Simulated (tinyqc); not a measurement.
What each parameter does: hydrogenic donor in a hard-walled well (variational).

Trial function cos(pi z/L) exp(-r/lam), r measured from the donor at zi, walls at +/- L/2, one eps everywhere. Counted from the lowest subband, E(lam) = c/(m lam^2) - (q/eps) I0/I1, with I0 the integral of cos^2(pi z/L) exp(-2|z - zi|/lam) over the well and I1 the same with the factor (|z - zi| + lam/2); c = hbar^2/2m0, q = e^2/(4 pi eps0). The binding energy is -E at the minimum.

Constants: hbar^2/2m0 = 3.80998211 eV angstrom^2; e^2/(4 pi eps0) = 14.39964547 eV angstrom; Ry = 13.60569312 eV.

Parameters, chosen for this exercise (near those of GaAs; not measured data): m = 0.065 m0 (mass); eps = 13.1 (dielectric constant); L = 246 angstrom (well width); zi = 0 angstrom (position of the donor from the centre).

The minimum over lam; Ry* = Ry m/eps^2.

Results for these values:
```
case  binding (meV)  lam (angstrom)  binding/Ry*
base           8.64           103.6        1.677
```

What happens to each result for L = 320 angstrom, all else kept?

Answer: binding falls from 8.64 to 7.85; lam rises from 103.6 to 108.2; binding/Ry* falls from 1.677 to 1.524.

The same for each parameter in turn:
```
case              binding (meV)  lam (angstrom)  binding/Ry*
base                       8.64           103.6        1.677
m = 0.078 m0               9.70            89.0        1.569
eps = 11.8                10.25            95.0        1.614
L = 320 angstrom           7.85           108.2        1.524
zi = 49 angstrom           7.40           110.9        1.437
```

Program tinyqc; command `OMP_NUM_THREADS=1 python tinyqc.py 1282244 1282245 out.jsonl`; about 0.03 s on one thread of a shared Intel(R) Xeon(R) Processor @ 2.30GHz.
